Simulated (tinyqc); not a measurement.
# Capacitance measurement on a leaky thin oxide: effects of series resistance and leakage, step by step

Computed by the program tinyqc: `OMP_NUM_THREADS=1 python tinyqc.py 2022060 2022061 out.jsonl`, one thread of a shared Intel Xeon 2.30GHz, about 0.01 s for the whole run. Printed values are rounded.

The device is a capacitance C in parallel with a leakage conductance G, in series with Rs and Ls. An impedance meter reports either a parallel pair (Cp, Gp) from Y = 1/Z = Gp + i w Cp or a series pair (Cs, Rm) from Z = Rm + 1/(i w Cs); w = 2 pi f, dissipation D = Gp/(w |Cp|).

Inputs (values chosen for the exercise); values of the order met in thin-oxide MOS capacitors: relative permittivity of the gate insulator (close to silicon nitride) eox = 7.7; insulator thickness tox = 4.7 nm; gate area A = 100 um^2; oxide-equivalent thickness added by the accumulation layer zc = 0.53 nm; oxide-equivalent thickness added by gate depletion zp = 0.21 nm; gate leakage current density, not matched to the thickness Jg = 0.36 A/cm^2; voltage for an e-fold rise of the leakage Vs = 0.39 V; series resistance Rs = 20 ohm; series inductance Ls = 110 nH; measuring frequency f = 2e5 Hz.

Constants: eps0 = 8.8541878128e-14 F/cm where lengths are in cm. Results are converted to the units shown.

## True capacitance and conductance

EOT = 3.9 tox/eox; CET = EOT + zc + zp; C = 3.9 eps0 A/CET; G = Jg A/Vs.

EOT = 2.38052 nm
CET = 3.12052 nm
C = 1.10659 pF
G = 0.923077 uS

## What the meter reports

Z = Rs + i w Ls + 1/(G + i w C).

Z = (3.31372-4.99170i) x 1e5 ohm
Cp = 1.10655 pF
Gp = 0.923099 uS
Cs = 1.59420 pF
D = 0.663847

Cp is within 0.01 % of C and Cs is 44 % above it; G Rs = 1.85e-5, w C Rs = 2.78e-5 and G/(w C) = 0.664.
